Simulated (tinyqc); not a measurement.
Alloy A(1-x)B(x) by interpolation with bowing, step by step. Values are carried at full precision from step to step, so a last printed digit may differ when a step is redone from the rounded ones.

Each gap follows E(x) = (1 - x) E_A + x E_B - C x (1 - x); the lattice constant follows Vegard, a(x) = (1 - x) a_A + x a_B.

Constants: hc = 1239.841984 eV nm; kB = 8.617333262e-05 eV/K.

Inputs chosen for the exercise (A near InAs, B near GaAs; not measured data):
- a = (6.065, 5.651) angstrom (lattice constant of A, B)
- x = 0.55 (fraction of B)
- Eg = (0.419, 1.523) eV (gap at Gamma to the s-like level of A, B)
- EgX = (1.422, 1.996) eV (gap to the lowest valley along Gamma-X of A, B)
- EgL = (1.147, 1.805) eV (gap to L of A, B)
- C = (0.483, 1.512, 0.357) eV (bowing of the Gamma, X and L gaps)
- Dso = (0.391, 0.337) eV (spin-orbit splitting of A, B)
- Ep = (21.7, 25.8) eV (Kane energy of A, B)
- me = (0.0264, 0.066) m0 (electron mass at Gamma of A, B)
- Cs = 0.12 eV (bowing of Dso)
- md = (0.0473, 0.93, 0.47) m0 (density-of-states masses of Gamma, all X and all L valleys)
- T = 400 K (temperature)

## Gaps and lattice constant at x

Also give the wavelength hc/E of the lowest gap.

a(x) = 5.8373 angstrom

linear parts (eV): Gamma 1.0262, X 1.7377, L 1.5089

bowing terms C x (1 - x) (eV): Gamma 0.1195, X 0.3742, L 0.0884

gaps (eV): Gamma 0.9067, X 1.3635, L 1.4205

wavelength of the lowest gap = 1367.5 nm

The lowest valley is Gamma, so the gap is direct; the next, X, lies 457 meV higher.

## Where the valleys cross

The difference of two gaps is a quadratic q2 x^2 + q1 x + q0 with q2 = C_i - C_j, q1 = (E_B - E_A - C)_i - (E_B - E_A - C)_j, q0 = E_A,i - E_A,j; give its roots between 0 and 1 (a dash: none).

Crossings:
```
pair         q2      q1      q0  first root  second root
Gamma-X  -1.029   1.559  -1.003           -            -
Gamma-L   0.126   0.320  -0.728           -            -
X-L       1.155  -1.239   0.275      0.3137       0.7591
```

The lowest valley is Gamma at every x. The other crossings lie above the lowest valley.

## Electron mass of the alloy

Mass at Gamma from the Kane formula 1/m = F + Ep (Eg + 2 Dso/3)/(Eg (Eg + Dso)). F is fixed by the masses of A and B and interpolated linearly, as is Ep; Eg and Dso carry their bowing.

Compare with the linear interpolation of the masses.

F of A, B: -5.5779  -0.7656

Ep, Eg, Dso at x (eV): 23.9550  0.9067  0.3316

m(x) from the Kane formula = 0.0473 m0
m(x) linear = 0.0482 m0

The Kane value lies 1.8 % below the linear one.

## Shares of the electrons in the valleys

Non-degenerate: n_i proportional to md_i^(3/2) exp(-E_i/kT).

md^(3/2): Gamma 0.0103, X 0.8969, L 0.3222

(E - E_min)/kT: Gamma 0.00, X 13.25, L 14.91

shares: Gamma 1.000, X 0.000, L 0.000

Gamma holds most electrons (100.0 %).

## Checks

- The X and L gaps at their crossing x = 0.3137 (eV): both 1.2765.

Computed by tinyqc, a small Python program: `OMP_NUM_THREADS=1 python tinyqc.py 1081007 1081008 out.jsonl` (the numbers bound the seed that draws the inputs); one thread of a shared host (Intel(R) Xeon(R) Processor @ 2.30GHz), about 0.01 s for the whole set of steps.
